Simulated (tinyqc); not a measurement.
CIS on RHF in the sto-3g basis, for BeH2, spin multiplicity 1, step by step. One step of it, computed by the program tinyqc.

Question. CIS matrix, singlets. A(ia,jb) = (e_a - e_i) d_ij d_ab + 2 (ia|jb) - (ij|ab).

orbital energies (hartree): MO1 -4.524084, MO2 -0.443214, MO3 -0.403319, MO4 0.213288, MO5 0.213288, MO6 0.420851, MO7 0.844320

Two-electron integrals over orbitals (pq|rs), unique and non-zero (hartree):
```
(11|11) 2.271615    (21|11) -0.192004   (21|21) 0.025049    (22|11) 0.475826
(22|21) -0.005726   (22|22) 0.400221    (31|11) 0.022451    (31|21) -0.002197
(31|22) 0.004045    (31|31) 0.005837    (32|11) -0.000407   (32|21) 0.002051
(32|22) 0.042195    (32|31) 0.012278    (32|32) 0.152630    (33|11) 0.442990
(33|21) -0.003049   (33|22) 0.392068    (33|31) -0.002637   (33|32) -0.034835
(33|33) 0.433819    (41|41) 0.015762    (42|41) 0.015014    (42|42) 0.048060
(43|41) -0.001819   (43|42) -0.004015   (43|43) 0.014273    (44|11) 0.569178
(44|21) -0.007647   (44|22) 0.363303    (44|31) 0.000864    (44|32) 0.000108
(44|33) 0.348274    (44|44) 0.449859    (51|51) 0.015762    (52|51) 0.015014
(52|52) 0.048060    (53|51) -0.001819   (53|52) -0.004015   (53|53) 0.014273
(54|54) 0.024249    (55|11) 0.569178    (55|21) -0.007647   (55|22) 0.363303
(55|31) 0.000864    (55|32) 0.000108    (55|33) 0.348274    (55|44) 0.401360
(55|55) 0.449859    (61|11) -0.187488   (61|21) 0.024927    (61|22) -0.006606
(61|31) -0.003290   (61|32) -0.000494   (61|33) -0.003455   (61|44) -0.005177
(61|55) -0.005177   (61|61) 0.025184    (62|11) 0.120127    (62|21) -0.006353
(62|22) -0.023407   (62|31) 0.000210    (62|32) -0.012658   (62|33) -0.041382
(62|44) 0.057413    (62|55) 0.057413    (62|61) -0.004523   (62|62) 0.078439
(63|11) -0.022685   (63|21) 0.000684    (63|22) -0.021470   (63|31) -0.001675
(63|32) -0.089442   (63|33) 0.028056    (63|44) -0.011226   (63|55) -0.011226
(63|61) 0.000776    (63|62) -0.004548   (63|63) 0.085713    (64|41) 0.016334
(64|42) 0.046669    (64|43) -0.006300   (64|64) 0.050376    (65|51) 0.016334
(65|52) 0.046669    (65|53) -0.006300   (65|65) 0.050376    (66|11) 0.470948
(66|21) -0.006762   (66|22) 0.386964    (66|31) 0.000120    (66|32) -0.007109
(66|33) 0.402062    (66|44) 0.361926    (66|55) 0.361926    (66|61) -0.006313
(66|62) -0.030727   (66|63) 0.010240    (66|66) 0.405362    (71|11) -0.005776
(71|21) 0.002164    (71|22) 0.004822    (71|31) 0.010355    (71|32) 0.018835
(71|33) -0.004735   (71|44) -0.000077   (71|55) -0.000077   (71|61) 0.000110
(71|62) -0.000699   (71|63) -0.000983   (71|66) -0.001284   (71|71) 0.020177
(72|11) 0.020217    (72|21) -0.000299   (72|22) -0.012740   (72|31) 0.003959
(72|32) -0.041367   (72|33) 0.005347    (72|44) 0.008715    (72|55) 0.008715
(72|61) -0.000814   (72|62) 0.017361    (72|63) 0.059245    (72|66) -0.001422
(72|71) 0.007678    (72|72) 0.058281    (73|11) 0.143083    (73|21) -0.004636
(73|22) -0.002631   (73|31) -0.000273   (73|32) -0.000627   (73|33) -0.018784
(73|44) 0.063086    (73|55) 0.063086    (73|61) -0.003395   (73|62) 0.072783
(73|63) -0.017215   (73|66) -0.023305   (73|71) -0.001437   (73|72) 0.007457
(73|73) 0.082735    (74|41) 0.000657    (74|42) 0.003622    (74|43) 0.013240
(74|64) 0.001386    (74|74) 0.016790    (75|51) 0.000657    (75|52) 0.003622
(75|53) 0.013240    (75|65) 0.001386    (75|75) 0.016790    (76|11) -0.001695
(76|21) 0.001491    (76|22) 0.035201    (76|31) 0.010518    (76|32) 0.136968
(76|33) -0.035326   (76|44) 0.000474    (76|55) 0.000474    (76|61) -0.000601
(76|62) -0.010016   (76|63) -0.092748   (76|66) -0.009442   (76|71) 0.016445
(76|72) -0.052432   (76|73) 0.001710    (76|76) 0.138514    (77|11) 0.565677
(77|21) -0.008299   (77|22) 0.420372    (77|31) 0.001586    (77|32) 0.012790
(77|33) 0.432280    (77|44) 0.386095    (77|55) 0.386095    (77|61) -0.008387
(77|62) -0.029947   (77|63) -0.004451   (77|66) 0.425601    (77|71) 0.000535
(77|72) -0.007491   (77|73) -0.004303   (77|76) 0.008770    (77|77) 0.476148
```

Give: CIS matrix A, singlet.

Answer.

CIS matrix A, singlet (hartree), lower triangle:
```
        1>4     1>5     1>6     1>7     2>4     2>5     2>6     2>7
1>4   4.200
1>5   0.000   4.200
1>6   0.000   0.000   4.524
1>7   0.000   0.000   0.002   4.843
2>4   0.038   0.000   0.000   0.000   0.389
2>5   0.000   0.038   0.000   0.000   0.000   0.389
2>6   0.000   0.000  -0.002  -0.003   0.000   0.000   0.634
2>7   0.000   0.000  -0.003   0.024   0.000   0.000   0.000   0.984
3>4  -0.005   0.000   0.000   0.000  -0.008   0.000   0.000   0.000
3>5   0.000  -0.005   0.000   0.000   0.000  -0.008   0.000   0.000
3>6   0.000   0.000   0.001  -0.012   0.000   0.000  -0.002  -0.018
3>7   0.000   0.000  -0.017  -0.004   0.000   0.000   0.009   0.002

       3>4    3>5    3>6    3>7
3>4  0.297
3>5  0.000  0.297
3>6  0.000  0.000  0.594
3>7  0.000  0.000  0.001  0.981
```
